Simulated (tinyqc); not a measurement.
Changing the atoms per primitive cell n: estimate of lattice thermal conductivity from elastic moduli (Slack, Klemens and Cahill formulas). Computed by tinyqc, a small Python program. Command: `OMP_NUM_THREADS=1 python tinyqc.py 3014298 3014299 out.jsonl slack sweep`. One thread of a shared host (Intel(R) Xeon(R) Processor @ 2.30GHz), about 0.01 s of CPU time with the checks.

An isotropic solid.

Inputs (values chosen for the exercise, for a model crystal): bulk modulus B = 348 GPa; shear modulus G = 293 GPa; volume per atom V = 27.6 angstrom^3; mean atomic mass M = 107 u; temperature T = 300 K; disorder parameter Gamma = 0.14; grain size d = 130 nm.

Grueneisen parameter: from the Poisson ratio.

Constants: u = 1.6605390666e-27 kg; hbar = 1.054571817e-34 J s; k_B = 1.380649e-23 J/K; h = 6.62607015e-34 J s.

Method:
- rho = M/V; vL = sqrt((B + 4G/3)/rho), vT = sqrt(G/rho); v_m = [(vL^-3 + 2 vT^-3)/3]^(-1/3); Poisson ratio sigma = (3B - 2G)/(6B + 2G); Theta = hbar v_m (6 pi^2/V)^(1/3)/k_B.
- Empirical rule gamma = (3/2) (1 + sigma)/(2 - 3 sigma).
- Slack, an estimate for T near or above Theta_a: kappa = A M Theta_a^3 delta n^(1/3)/(gamma^2 T) in W/(m K), with M in u, delta = V^(1/3) in angstrom, Theta_a = Theta n^(-1/3) and A = 2.43e-6/(1 - 0.514/gamma + 0.228/gamma^2).
- High-temperature forms with the classical heat capacity. Klemens: kappa/kappa_0 = arctan(u)/u, u^2 = pi^2 Theta V Gamma kappa_0/(h v_m^2). Grains: 1/kappa_poly = 1/kappa + 1/(C v_m d/3), C = 3 k_B/(n V), the acoustic branches alone.
- Cahill minimum: kappa_min = (pi/6)^(1/3) k_B V^(-2/3) sum over L, T, T of v (T/Theta_i)^2 int_0^(Theta_i/T) x^3 e^x/(e^x - 1)^2 dx, Theta_i = Theta v_i/v_m (64 Gauss-Legendre points).
- Its high-temperature limit is (1/2) (pi/6)^(1/3) k_B V^(-2/3) (vL + 2 vT).

One run for each value; columns: (1) atoms per primitive cell n; (2) kappa of the perfect crystal (W/(m K)); (3) kappa of the polycrystal (W/(m K)); (4) acoustic Debye temperature Theta_a (K); (5) kappa_min (W/(m K)); (6) kappa_poly/kappa_min:
```
(1)   (2)    (3)    (4)    (5)    (6)
1    1007  49.97  731.5  1.095  45.64
2     635  37.20  580.6  1.095  33.97
4     400  26.91  460.8  1.095  24.58
6     305  21.90  402.6  1.095  20.00
10    217  16.55  339.5  1.095  15.11
20    137  10.85  269.5  1.095   9.91
40     86   6.76  213.9  1.095   6.18
80     54   4.01  169.8  1.095   3.66
```

Over the rows, kappa of the perfect crystal (W/(m K)) falls from 1010 to 54.3 (exponent d ln y / d ln x about -0.67 throughout); kappa of the polycrystal (W/(m K)) falls from 50.0 to 4.01 (exponent d ln y / d ln x -0.43 between the first rows and -0.75 between the last); acoustic Debye temperature Theta_a (K) falls from 732 to 170 (exponent d ln y / d ln x about -0.33 throughout). The exponent of kappa of the perfect crystal stays at -0.67: only 3 of the 3n branches are acoustic, which gives n^(-2/3). More atoms in the cell fold acoustic branches into flat optical ones, which carry little heat; the minimum conductivity counts all modes and does not change.

Caution (rows 1, 2, 4, 6, 10): T lies below Theta_a, where umklapp processes begin to freeze out and the Slack formula can fall short.

Extremes, crossings and ranges named in words are read from the listed rows.
